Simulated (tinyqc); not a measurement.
# Changing the wavelength

Model: surface photovoltage measurement of the minority-carrier diffusion length in a wafer. Computed by tinyqc, a small Python program. Command: `OMP_NUM_THREADS=1 python tinyqc.py 3130119 3130120 out.jsonl spv sweep`. One thread of a shared host (Intel(R) Xeon(R) Processor @ 2.30GHz), about 0.01 s of CPU time with the checks.

Low injection, steady light, a depletion layer much thinner than 1/alpha and L. The excess density dn is taken at the front edge of the neutral region; light that reaches the back is lost.

Inputs (values chosen for the exercise, modelled on p-type silicon at room temperature):
```
quantity                                             value        unit
diffusion length L                                      92  micrometre
wafer thickness W                                      300  micrometre
diffusivity D                                         25.1      cm^2/s
front recombination velocity S_f                      2600        cm/s
back recombination velocity S_b                      97000        cm/s
photon flux entering                               4.5e+12  1/(cm^2 s)
minority density at the surface barrier scale n_0    7e+08      1/cm^3
temperature T                                          298           K
```

Constants: k_B = 8.617333262e-05 eV/K.

Method:
- alpha = (84.732/lambda - 76.417)^2 per cm with lambda in micrometre (an empirical fit for silicon between 0.7 and 1.05 micrometre).
- Thick wafer: dn = Phi L/((S_f + D/L)(L + 1/alpha)). Finite wafer, with s = S_b L/D, w = W/L, a = alpha L: dn = [Phi a/(a^2 - 1)] [a - B - exp(-alpha W)(a - s)/(cosh w + s sinh w)]/(S_f + B D/L), B = (sinh w + s cosh w)/(cosh w + s sinh w).
- Photovoltage V = (k_B T/e) ln(1 + dn/n_0). Lifetime = L^2/D.

One run for each value:
```
wavelength (nm)  dn, finite wafer (1/cm^3)  penetration depth 1/alpha (micrometre)  dn, thick wafer (1/cm^3)
780                             7.6314e+08                                    9.64                7.6448e+08
811                             7.4073e+08                                   12.70                7.4211e+08
842                             7.1101e+08                                   17.05                7.1248e+08
874                             6.6980e+08                                   23.73                6.7141e+08
905                             6.1594e+08                                   33.76                6.1781e+08
936                             5.4377e+08                                   50.24                5.4626e+08
999                             3.2624e+08                                  141.73                3.3243e+08
1030                            1.9479e+08                                  292.50                2.0208e+08
```

Give the missing row, wavelength (nm) = 968.

Computed row:
```
wavelength (nm)  dn, finite wafer (1/cm^3)  penetration depth 1/alpha (micrometre)  dn, thick wafer (1/cm^3)
968                             4.4536e+08                                   80.93                4.4931e+08
```

Interpolating between the two neighbouring rows (linearly) misses most in penetration depth 1/alpha (micrometre), by 20 %. Over the rows, dn, finite wafer (1/cm^3) falls from 7.63e8 to 1.95e8 (exponent d ln y / d ln x -0.76 between the first rows and -17 between the last); penetration depth 1/alpha (micrometre) rises from 9.64 to 292 (exponent d ln y / d ln x 7.1 between the first rows and 24 between the last); dn, thick wafer (1/cm^3) falls from 7.64e8 to 2.02e8 (exponent d ln y / d ln x -0.76 between the first rows and -16 between the last).
